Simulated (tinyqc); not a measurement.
The product rho l across metals: free and nearly free electrons in a metal.

Constants: hbar^2/2m0 = 3.80998211 eV angstrom^2; hbar = 6.58211957e-16 eV s.

Free electrons with m = 1; fcc cells hold 4 atoms and bcc cells 2; n = atoms z/a^3, kF = (3 pi^2 n)^(1/3), rho l = hbar kF/(n e^2), e = 1.602176634e-19 C. Inputs are chosen for the exercise.

Cases:

| case | lattice | a (angstrom) | z | rho (micro-ohm cm) |
|---|---|---|---|---|
| near Al | fcc | 4.042 | 3 | 2.42 |
| near Ca | fcc | 5.602 | 2 | 3.64 |
| near Ag | fcc | 4.084 | 1 | 1.69 |
| near K | bcc | 5.202 | 1 | 6.90 |
| near Li | bcc | 3.487 | 1 | 9.63 |
| near Cu | fcc | 3.630 | 1 | 1.80 |

Rank the cases by rho l (1e-16 ohm m^2), lowest first.

Answer: near Al, near Cu, near Ag, near Li, near Ca, near K.

Results:

| case | lattice | a (angstrom) | z | rho (micro-ohm cm) | kF (1/angstrom) | EF (eV) | l (nm) | rho l (1e-16 ohm m^2) |
|---|---|---|---|---|---|---|---|---|
| near Al | fcc | 4.042 | 3 | 2.42 | 1.752 | 11.70 | 16.4 | 3.96 |
| near Ca | fcc | 5.602 | 2 | 3.64 | 1.104 | 4.65 | 27.4 | 9.97 |
| near Ag | fcc | 4.084 | 1 | 1.69 | 1.202 | 5.51 | 49.8 | 8.41 |
| near K | bcc | 5.202 | 1 | 6.90 | 0.749 | 2.14 | 31.4 | 21.67 |
| near Li | bcc | 3.487 | 1 | 9.63 | 1.118 | 4.76 | 10.1 | 9.74 |
| near Cu | fcc | 3.630 | 1 | 1.80 | 1.353 | 6.97 | 36.9 | 6.65 |

rho l falls as n^(-2/3): it is lowest for the case near Al and highest for near K. The lowest bulk rho belongs to near Ag; in very narrow wires, where rho l rules, the order changes. Real Fermi surfaces depart from spheres, most for the polyvalent and noble metals.

Computed by tinyqc, a small Python program: `OMP_NUM_THREADS=1 python tinyqc.py 1651761 1651762 out.jsonl` (the numbers bound the seed that draws the inputs); one thread of a shared host (Intel(R) Xeon(R) Processor @ 2.30GHz), about 0.01 s for the whole set of steps.
